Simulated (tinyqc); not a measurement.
Illuminated p-n diode, drift-diffusion by the Gummel loop with Scharfetter-Gummel fluxes: two steps of the calculation.

Abrupt junction at x = 0, p side from -Lp, n side to Ln, ohmic contacts. psi is counted from the intrinsic level; n = ni exp((psi - phin)/Vt), p = ni exp((phip - psi)/Vt). Contacts: p side psi = V - Vt ln(Na/ni), p = Na, n = ni^2/Na; n side psi = Vt ln(Nd/ni), n = Nd, p = ni^2/Nd. Constant mobilities, D = mu Vt, Boltzmann statistics, SRH recombination through a mid-gap level, U = (n p - ni^2)/(tp (n + ni) + tn (p + ni)). Current is positive from the p contact to the n contact.

Inputs (values chosen for the exercise); band and dielectric values close to those of cadmium telluride:
```
symbol,value,unit,meaning
T,300,K,temperature
Na,2.3e17,cm^-3,acceptor density of the p side
Nd,1.2e16,cm^-3,donor density of the n side
mun,550,cm^2/(V s),electron mobility
mup,65,cm^2/(V s),hole mobility
tn,4e-8,s,SRH lifetime of electrons
tp,2e-9,s,SRH lifetime of holes
G,8e20,cm^-3 s^-1,uniform generation rate
```

Constants: q = 1.602176634e-19 C, kB = 1.380649e-23 J/K, Vt = kB T/q. Results are converted to the units shown.

Question 1. Hole continuity. With psi and the new n held, F_i = (mup Vt/h_i) [p_(i+1) B(-d_i) - p_i B(d_i)], d_i = (psi_(i+1) - psi_i)/Vt, B(d) = d/(exp(d) - 1); solve F_i - F_(i-1) = w_i [(n_i p_i - ni^2)/den_i - G] for the new p, with den = tp (n + ni) + tn (p + ni) taken at the new n and the old p, h_i = x_(i+1) - x_i, w_i = (h_(i-1) + h_i)/2; phip = psi + Vt ln(p/ni).

```
node,x (nm),psi (V),new n (cm^-3),p after Poisson (cm^-3)
0,-1200,0.06735234,5.7777839e-6,2.3e17
1,-682,0.06735234,9.7014557e10,2.3000000e17
2,-381,0.06735234,8.4247001e10,2.3000000e17
3,-205,0.06735237,5.3226327e10,2.2999974e17
4,-104,0.06735881,2.7577264e10,2.2994246e17
5,-44.4,0.06784179,1.0097854e10,2.2568648e17
6,-10,0.08025490,1.9431317e9,1.3962863e17
7,10,0.17300962,3.4440573e9,3.8615677e15
8,57.6,0.34936433,8.5807929e11,4.2085741e12
9,171,0.57885211,6.1112857e15,5.8736760e8
10,440,0.59612744,1.1921700e16,3.0109064e8
11,1080,0.59630192,1.2001945e16,2.9906527e8
12,2600,0.59630224,1.2e16,1.1074086e-4
```

ni = 1.1527750e6 cm^-3

Give: new p; phip after round 1.

Answer 1.

```
node,new p (cm^-3),phip after round 1 (V)
0,2.300e17,0.7400
1,2.300e17,0.7400
2,2.300e17,0.7400
3,2.300e17,0.7400
4,2.300e17,0.7400
5,2.257e17,0.7400
6,1.396e17,0.7400
7,3.862e15,0.7400
8,4.234e12,0.7402
9,4.285e10,0.8509
10,4.972e11,0.9315
11,1.088e12,0.9520
12,1.107e-4,0.0000
```

Question 2. Recombination and current. U_i as defined. J = Jn at the p contact + Jp at the n contact + q sum w_i U_i - q G sum w_i over the inner nodes, which avoids differences of large majority fluxes: Jn = (q mun Vt/h_0)[n_1 B(d_0) - n_0 B(-d_0)], Jp = (q mup Vt/h_last)[p_(N-1) B(d_last) - p_N B(-d_last)], d_i = (psi_(i+1) - psi_i)/Vt, B(d) = d/(exp(d) - 1), w_i = (h_(i-1) + h_i)/2.

```
node,x (nm),converged psi (V),converged n (cm^-3),converged p (cm^-3)
0,-1200,0.06735234,5.7777839e-6,2.3e17
1,-682,0.06735282,9.7014559e10,2.3000010e17
2,-381,0.06735303,8.4247249e10,2.3000008e17
3,-205,0.06735317,5.3226560e10,2.2999979e17
4,-104,0.06735967,2.7577410e10,2.2994248e17
5,-44.4,0.06784267,1.0097920e10,2.2568651e17
6,-10,0.08025573,1.9431485e9,1.3962900e17
7,10,0.17301008,3.4440396e9,3.8616548e15
8,57.6,0.34936366,8.5800001e11,4.2345235e12
9,171,0.57884842,6.1100032e15,4.2867582e10
10,440,0.59612469,1.1919632e16,4.9754237e11
11,1080,0.59630139,1.2000942e16,1.0888903e12
12,2600,0.59630224,1.2e16,1.1074086e-4
```

ni = 1.1527750e6 cm^-3

Find: U; Jn at the p contact; Jp at the n contact; recombination; generation; J.

Answer 2.

```
node,U (cm^-3 s^-1)
0,0
1,2.4254e18
2,2.1062e18
3,1.3307e18
4,6.8944e17
5,2.5245e17
6,4.8579e16
7,8.6101e16
8,2.1235e19
9,2.1431e19
10,2.4856e20
11,5.4346e20
12,0
```

Jn at the p contact = 0.0042665 A/cm^2
Jp at the n contact = 0.0019286 A/cm^2
recombination = 0.011335 A/cm^2
generation = 0.035645 A/cm^2
J = -0.018115 A/cm^2

tinyqc, about 0.8 s, one thread, Intel Xeon 2.30GHz (shared host): `OMP_NUM_THREADS=1 python tinyqc.py 2240090 2240091 out.jsonl`
